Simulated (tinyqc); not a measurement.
What each integral does: Slater-Koster d bands of an fcc metal.

Inputs chosen for the exercise (out of a larger set: of the size met in Cu; not measured data):
```
symbol  value   unit  meaning
dds     -0.364  eV    dd sigma
ddp     0.189   eV    dd pi
ddd     -0.051  eV    dd delta
```

Levels at Gamma, E(t2g) = 3 dds + 4 ddp + 5 ddd, E(eg) = 1.5 dds + 6 ddp + 4.5 ddd, and W = sqrt(12 mu2), the width of a rectangular band with the same second moment mu2 = z (dds^2 + 2 ddp^2 + 2 ddd^2)/5, z = 12.

Results for these values:
```
case,t2g (eV),eg (eV),W (eV)
base,-0.5910,0.3585,2.4542
```

What happens to each result for ddd = -0.0586 eV, all else kept?

Answer: t2g falls from -0.5910 to -0.6290; eg falls from 0.3585 to 0.3243; W rises from 2.4542 to 2.4640.

The same for each parameter in turn:
```
case,t2g (eV),eg (eV),W (eV)
base,-0.5910,0.3585,2.4542
dds = -0.4186 eV,-0.7548,0.2766,2.6933
ddp = 0.2173 eV,-0.4778,0.5283,2.5856
ddd = -0.0586 eV,-0.6290,0.3243,2.4640
```

The ratio of the shifts of t2g and eg names the integral: 3 : 1.5 for dds, 4 : 6 for ddp, 5 : 4.5 for ddd.

Run: tinyqc, `OMP_NUM_THREADS=1 python tinyqc.py 1451376 1451377 out.jsonl`; Intel(R) Xeon(R) Processor @ 2.30GHz, one thread, shared host; about 0.04 s of CPU time with all checks.
